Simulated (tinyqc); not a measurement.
Tail length against growth temperature: equilibrium and kinetic segregation of a solute to boundaries and growing surfaces. Computed by tinyqc, a small Python program. Command: `OMP_NUM_THREADS=1 python tinyqc.py 3026105 3026106 out.jsonl segreg walk`. One thread of a shared host (Intel(R) Xeon(R) Processor @ 2.30GHz), about 0.01 s of CPU time with the checks.

Inputs (values chosen for the exercise, modelled on arsenic in polycrystalline silicon): exchange barrier E_b = 1.8 eV; surface segregation energy E_s = 0.21 eV; growth rate = 1.6 monolayers/s.

Constants: k_B = 8.617333262e-05 eV/K.

Method. Two-state exchange during growth, dilute: jump up r_u = nu exp(-E_b/(k_B T_g)), jump back r_d = r_u exp(-E_s/(k_B T_g)), nu = 1e13 1/s. In the time 1/R of one monolayer the share carried up is p = [r_u/(r_u + r_d)] [1 - exp(-(r_u + r_d)/R)]; the tail decays as p^n, length -1/ln p monolayers; the equilibrium limit has p = r_u/(r_u + r_d).

Exchange model:
```
T_g (K)       r_u/R        p  length (monolayers)  equilibrium limit
610      8.4024e-03  0.00837                0.209             54.824
652      7.6275e-02  0.07337                0.383             42.497
688      4.0777e-01  0.33303                0.909             35.036
723      1.7730e+00  0.81230                4.810             29.593
751      5.2062e+00  0.95818               23.410             26.157
780      1.4643e+01  0.95788               23.240             23.240
822      5.7527e+01  0.95095               19.884             19.884
886      3.6062e+02  0.93994               16.145             16.145
993      4.5744e+03  0.92086               12.129             12.129
```

What follows from these numbers?

The length peaks among these rows at 751 K with 23.4 monolayers. Below, exchange freezes (r_u/R = 0.0084 in the first row); above, the length follows the equilibrium limit, about exp(E_s/(k_B T)), down to 12.1.

Extremes, crossings and ranges named in words are read from the listed rows.
